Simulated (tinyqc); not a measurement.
Deep-level transient spectroscopy: two steps of the calculation.

Schottky contact on an n-type layer with shallow donors Nd (all ionised) and a donor-like deep trap, neutral when filled and positive when empty; depletion approximation. Traps within lam of the depletion edge stay filled. A long pulse to Vp fills the traps beyond x1 = Wp - lam; back at Vr those between x1 and x2 = Wr - lam emit. A rate window reads S = C(t2) - C(t1).

Inputs (values chosen for the exercise); material values close to those of germanium: relative permittivity eps_r = 15.7; conduction-band density of states at 300 K Nc = 1.03e19 cm^-3; thermal velocity at 300 K vth = 3.3e7 cm/s; depth of the trap below the conduction edge Et = 0.28 eV; capture cross-section sn = 3.1e-17 cm^2; first sampling time t1 = 0.2 ms; second sampling time t2 = 1 ms; temperature of the transient T = 213 K; field at the trap F = 89 kV/cm.

Constants: q = 1.602176634e-19 C, kB = 1.380649e-23 J/K, eps0 = 8.8541878128e-14 F/cm where lengths are in cm. Results are converted to the units shown.

Question 1. Emission rate and rate window. Emission rate en = sn vth(T) Nc(T) exp(-Et/kB T) = sn g T^2 exp(-Et/kB T), g = vth Nc/(300 K)^2, as vth goes as T^0.5 and Nc as T^1.5 (degeneracy factor 1). For an exponential transient S peaks where en = ew = ln(t2/t1)/(t2 - t1).

Wanted: g; en; 1/en; ew.

Answer 1.

g = 3.7767e21 cm^-2 s^-1 K^-2
en = 1259.4 1/s
1/en = 0.79402 ms
ew = 2011.8 1/s

Question 2. Poole-Frenkel lowering. A Coulomb centre of charge +q (when empty) in the field F lowers its barrier by dE = sqrt(q F/(pi eps0 eps_r)) along the field. One-dimensional rate: en exp(b), b = dE/kB T; three-dimensional (Hartke): en {[1 + (b - 1) exp(b)]/b^2 + 1/2}.

en = 1259.4155 1/s

Wanted: dE; b; rate, one-dimensional; rate, three-dimensional.

Answer 2.

dE = 57.141 meV
b = 3.1131
rate, one-dimensional = 28326 1/s
rate, three-dimensional = 6935.8 1/s

tinyqc, about 0.01 s, one thread, Intel Xeon 2.30GHz (shared host): `OMP_NUM_THREADS=1 python tinyqc.py 2050046 2050047 out.jsonl`
